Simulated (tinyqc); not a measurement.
Poole-Frenkel parameters from three currents.

Question. Poole-Frenkel conduction in an insulator follows J = s0 F exp[-(pt - sqrt(q F/(pi eps0 ei)))/Vt], Vt = kB T/q, F in V/cm. Find ei, pt and s0.

Constants: q = 1.602176634e-19 C, kB = 1.380649e-23 J/K, eps0 = 8.8541878128e-14 F/cm where lengths are in cm. Results are converted to the units shown.

J at (0.41 MV/cm, 300 K), (1.65 MV/cm, 300 K) and (1.65 MV/cm, 350 K) (A/cm^2): 0.064510946  9190.2367  24858.269

Answer. The two fields give the lowering coefficient and so ei; the two temperatures give the lowered barrier, to which the lowering is added back.

ei = 3.260
pt = 0.7200 eV
s0 = 5.900 S/cm

Computed by the program tinyqc: `OMP_NUM_THREADS=1 python tinyqc.py 2370108 2370109 out.jsonl`, one thread of a shared Intel Xeon 2.30GHz, about 0.01 s for the whole run.
